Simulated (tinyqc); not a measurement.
Raman shift of the zone-centre optical phonon of a diamond-structure crystal under stress: one step, computed by the program tinyqc. Command: `OMP_NUM_THREADS=1 python tinyqc.py 3023625 3023626 out.jsonl ramanstress walk`. One thread of a shared host (Intel(R) Xeon(R) Processor @ 2.30GHz), about 0.01 s of CPU time with the checks.

Axes x, y, z are the cube axes. Strain shifts the threefold optical mode and can split it; p, q and r are the phonon deformation potentials.

Question. Secular matrix and shifts. Secular matrix: M_xx = p eps_xx + q (eps_yy + eps_zz), M_xy = 2 r eps_xy; its eigenvalues are omega^2 - omega_0^2, and the shifts are these over 2 omega_0.

Inputs (values chosen for the exercise, modelled on germanium):
```
quantity                      value  unit
unstrained frequency omega_0  300.2  1/cm
p/omega_0^2                   -1.42     -
q/omega_0^2                   -1.87     -
r/omega_0^2                    -1.1     -
```

Stress state: biaxial. Axis: [001].

strain (per mille):
```
           x          y         z
x  -9.918104   0.000000  0.000000
y   0.000000  -9.918104  0.000000
z   0.000000   0.000000  7.419357
```

Give: M/(2 omega_0); shifts, in rising order.

Answer.

M/(2 omega_0) (1/cm):
```
       x      y      z
x  2.815  0.000  0.000
y  0.000  2.815  0.000
z  0.000  0.000  3.986
```

shifts, in rising order (1/cm): 2.815  2.815  3.986
